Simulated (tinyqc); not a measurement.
Stacked nanosheet transistor, parasitic resistance, capacitance and delay: what each parasitic element costs.

Ns sheets share one contact on top; each has perimeter p = 2 (Ws + ts) and cross-section A = Ws ts; contact width Wc = Ws + 10 nm, stack height Hs = Ns pv. Sheet 1 is the top one. Contact length Lc = CPP - Lg - 2 Lsp, shared by two neighbouring gates. Source and drain sides are equal. The formulas are first-order estimates, not field solutions.

Epitaxy sheet resistance Rsh = re/te, transfer length LT = sqrt(rc/Rsh), contact Rc = [sqrt(rc Rsh)/Wc] coth(Lc/(2 LT)); extension of one sheet Rx = rx Lsp/A. With N sheets: gate Cg = Cinv p N Lg; per side, plate Cp = ks eps0 [Wc (Hs + Hc) - N A]/Lsp, top fringe Cf = (2/pi) ks eps0 Wc ln(1 + Lg/(2 Lsp)), overlap Co = Cinv p N Lov. One sheet: I = p Q vx u/(1 + |u|^1.8)^(1/1.8), Q = Cinv n Vt ln(1 + exp((Vg' - VT + dl Vd')/(n Vt))), u = Vd' mu/(vx Lg), Vg' = Vgs - v, Vd' = Vds - 2 v, with the drop on each side v_j = Rc sum I + rv (sum over levels k = 2..j of the current of sheets k..Ns) + Rx I_j. Ieff = [I(Vgs = Vdd, Vds = Vdd/2) + I(Vdd/2, Vdd)]/2, total currents. With Cs = Cp + Cf + Co, the load of an inverter of two such devices driving an equal one is CL = 2 (Cg + 2 Cs) + 4 Cs + Cw (own drains counted twice for the Miller effect); delay CL Vdd/(2 Ieff). Each row removes one element and keeps the rest.

Values chosen for this exercise; values close to those of silicon logic devices: temperature T = 300 K; number of sheets Ns = 2; sheet width Ws = 20 nm; sheet thickness ts = 4 nm; vertical pitch of the sheets pv = 14 nm; vertical resistance between sheet levels rv = 59 ohm; contacted gate pitch CPP = 48 nm; gate length Lg = 12 nm; spacer length Lsp = 6 nm; relative permittivity of the spacer ks = 5.5; gate height above the channel stack Hc = 20 nm; contact resistivity rc = 1.9e-9 ohm cm^2; resistivity of the source-drain epitaxy re = 0.00024 ohm cm; current-carrying depth of the epitaxy te = 20 nm; resistivity of the extension rx = 0.00087 ohm cm; gate overlap Lov = 1 nm; inversion capacitance Cinv = 2.4 uF/cm^2; injection velocity vx = 1.5e7 cm/s; apparent mobility mu = 250 cm^2/(V s); threshold at zero drain voltage VT = 0.25 V; barrier lowering dl = 0.051 V/V; subthreshold factor n = 1.1; wire load Cw = 0.32 fF; supply voltage Vdd = 0.75 V.

Constants: q = 1.602176634e-19 C, kB = 1.380649e-23 J/K, eps0 = 8.8541878128e-12 F/m, Vt = kB T/q. Results are converted to the units shown.

One element removed at a time:

|  | Ieff (uA) | CL (aF) | delay (ps) |
|---|---|---|---|
| as given | 82.23 | 482.0 | 2.198 |
| no contact resistance | 100.8 | 482.0 | 1.793 |
| no extension resistance | 92.90 | 482.0 | 1.946 |
| no vertical resistance | 82.69 | 482.0 | 2.186 |
| air spacer (ks = 1) | 82.23 | 409.8 | 1.869 |
| no overlap | 82.23 | 463.6 | 2.114 |
| no wire | 82.23 | 162.0 | 0.7388 |

What does the comparison show?

Gains in delay, largest first: no wire 66 %, no contact resistance 18 %, air spacer (ks = 1) 15 %, no extension resistance 11 %, no overlap 3.8 %, no vertical resistance 0.55 %.

Program tinyqc, `OMP_NUM_THREADS=1 python tinyqc.py 2170163 2170164 out.jsonl`; Intel Xeon 2.30GHz, shared host, one thread, about 0.08 s.
